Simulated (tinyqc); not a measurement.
Inside a calculation. Method: one-electron ion in a basis of Gaussians. Computed by tinyqc, a small Python program that keeps every step. Settings: Z = 6, l = 1. Command: `OMP_NUM_THREADS=1 python tinyqc.py 28482 28483 out.jsonl` (the two numbers bound the seeds that draw the settings). One thread of a shared host (Intel(R) Xeon(R) Processor @ 2.60GHz), about 0.01 s of CPU time with the checks.

## Matrices over normalised Gaussians

exponents of r^l exp(-a r^2) (1/bohr^2): 0.469700  1.526000

Z = 6

l = 1

With p = a_i + a_j and I(k) = Gamma((k+1)/2) / (2 p^((k+1)/2)): S = I(2l+2), T = (2l+3) a_i a_j S / p, V = -Z I(2l+1), each divided by sqrt(S_ii S_jj).

S:
```
          1         2
1  1.000000  0.663064
2  0.663064  1.000000
```

T (hartree):
```
          1         2
1  1.174250  1.190709
2  1.190709  3.815000
```

V (hartree):
```
           1          2
1  -4.374620  -4.227839
2  -4.227839  -7.885102
```

## Generalised eigenproblem

H = T + V (hartree):
```
           1          2
1  -3.200370  -3.037130
2  -3.037130  -4.070102
```

Solve H C = S C e through S^(-1/2); each column has its largest component positive (the first on a tie).

eigenvalues of S: 0.336936  1.663064

eigenvalues (hartree): -4.153962  -1.633265

coefficients:
```
          1          2
1  0.243662   1.313485
2  0.821661  -1.053321
```

For Z = 6 and l = 1 the exact lowest level is -Z^2/(2 n^2) with n = l + 1: -4.500000 hartree.
